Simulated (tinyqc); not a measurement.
Changing the damping alpha: domain walls in a thin film with perpendicular anisotropy: Bloch, Neel and chiral walls, motion and stripe domains. Computed by tinyqc, a small Python program. Command: `OMP_NUM_THREADS=1 python tinyqc.py 3030771 3030772 out.jsonl mwall sweep`. One thread of a shared host (Intel(R) Xeon(R) Processor @ 2.30GHz), about 0.02 s of CPU time with the checks.

One-dimensional wall: polar angle theta(x), azimuth phi of the moment in the wall (phi = 0 Neel, 90 degrees Bloch). mu_0 = 1.25663706212e-6 T m/A, gamma = 1.76085963023e11 rad/(s T).

Inputs (values chosen for the exercise, for a model film): saturation magnetisation M_s = 653 kA/m; exchange stiffness A = 15 pJ/m; uniaxial anisotropy K_u = 1040 kJ/m^3; DMI constant D = 0.059 mJ/m^2; thickness t = 0.79 nm; current density J = 0.93 1e12 A/m^2; spin Hall angle theta_SH = 0.22.

Drive: spin-orbit torque.

Constants: hbar = 1.054571817e-34 J s; e = 1.602176634e-19 C.

Method:
- K_eff = K_u - mu_0 M_s^2/2; Delta = sqrt(A/K_eff); sigma_0 = 4 sqrt(A K_eff); profile theta = 2 arctan exp(x/Delta); quality factor Q = 2 K_u/(mu_0 M_s^2).
- sigma(phi) = sigma_0 + 2 Delta K_D cos^2(phi) - pi D cos(phi), with the wall shape anisotropy K_D = N_x mu_0 M_s^2/2, N_x = t ln 2/(pi Delta). The minimum has cos(phi) = D/D_N for D < D_N = 4 Delta K_D/pi and phi = 0 beyond; sigma turns negative at D_c = (sigma_0 + 2 Delta K_D)/pi.
- Spin-orbit drive: B_SL = hbar theta_SH J/(2 e M_s t) acts as the field (pi/2) B_SL cos(phi). Steady state: v = (gamma Delta/alpha)(pi/2) B_SL cos(phi) = gamma Delta [B_D sin(phi) - (B_K/2) sin(2 phi)], B_K = 2 K_D/M_s, B_D = pi D/(2 M_s Delta); the root with phi between its rest value and 90 degrees; v saturates at v_D = gamma Delta B_D.

One run for each value:
```
damping alpha  velocity (m/s)  azimuth in motion (degrees)
0.010                  24.951                       89.910
0.018                  24.920                       89.838
0.032                  24.865                       89.714
0.058                  24.763                       89.483
0.100                  24.599                       89.114
0.190                  24.252                       88.341
0.330                  23.723                       87.180
0.600                  22.747                       85.080
```

What does the table show?

Over the rows, velocity (m/s) falls from 25.0 to 22.7 (exponent d ln y / d ln x -0.0022 between the first rows and -0.070 between the last); azimuth in motion (degrees) falls from 89.9 to 85.1 (exponent d ln y / d ln x -0.0014 between the first rows and -0.041 between the last).

Caution (all rows): pinning, heating and tilting of the wall are left out.

Extremes, crossings and ranges named in words are read from the listed rows.
